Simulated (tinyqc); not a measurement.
Carrier density against temperature: charge neutrality of a doped semiconductor with incomplete ionisation. Computed by tinyqc, a small Python program. Command: `OMP_NUM_THREADS=1 python tinyqc.py 3009734 3009735 out.jsonl dopant walk`. One thread of a shared host (Intel(R) Xeon(R) Processor @ 2.30GHz), about 0.05 s of CPU time with the checks.

Energies are counted from the top of the valence band; E_D is measured down from the conduction band and E_A up from the valence band.

Inputs (values chosen for the exercise, modelled on InAs):
```
quantity,value,unit
gap at 0 K E_g0,0.409,eV
Varshni alpha,0.000269,eV/K
Varshni beta,93.2,K
electron mass m_e,0.0257,m_0
valleys M_c,1,-
hole mass m_h,0.402,m_0
donor density N_D,5.8e+12,cm^-3
acceptor density N_A,0,cm^-3
donor depth E_D,0.00156,eV
donor degeneracy g_D,2,-
```

Doping: n-type. Statistics of the bands: Fermi-Dirac.

Constants: k_B = 8.617333262e-05 eV/K; m_0 = 9.1093837015e-31 kg; k_B = 1.380649e-23 J/K; h = 6.62607015e-34 J s.

Method:
- E_g = E_g0 - alpha T^2/(T + beta).
- N_c = 2 M_c (2 pi m_e k_B T/h^2)^(3/2) and N_v = 2 (2 pi m_h k_B T/h^2)^(3/2), masses in units of m_0.
- n = N_c F_1/2((E_F - E_g)/k_B T), p = N_v F_1/2(-E_F/k_B T).
- F_1/2(eta) = (2/sqrt(pi)) int_0^infinity sqrt(x)/(1 + exp(x - eta)) dx, by the trapezoid rule in t = sqrt(x) with step 0.02 up to t = 12 (for eta < -12 by exp(eta) - exp(2 eta)/2^(3/2)).
- N_D+ = N_D/(1 + g_D exp((E_F - E_g + E_D)/k_B T)).
- Neutrality: p + N_D+ = n + N_A-; the log ratio is ln[(p + N_D+)/(n + N_A-)].
- Neutrality is solved by bisection at each T. The last column is -k_B d ln(n T^-3/4)/d(1/T) from this row and the one above; it turns negative as ionisation nears completion, when the density grows more slowly than that power of T.

Against temperature:
```
T (K),n (cm^-3),E_F from the band edge (eV),ionised share,activation energy (eV)
4.0,1.8428e+12,0.00154,0.31772,-
6.0,3.7868e+12,0.00225,0.65290,0.0004303
9.1,5.1011e+12,0.00366,0.87950,-0.0000219
300.0,9.8274e+14,0.12028,0.98014,0.0021344
```

Between the two coldest rows the activation energy is 4.30e-4 eV, 0.28 of the dopant depth. No row comes within 10 % of the net doping. From 300 K carriers excited across the gap add to it.

Extremes, crossings and ranges named in words are read from the listed rows.
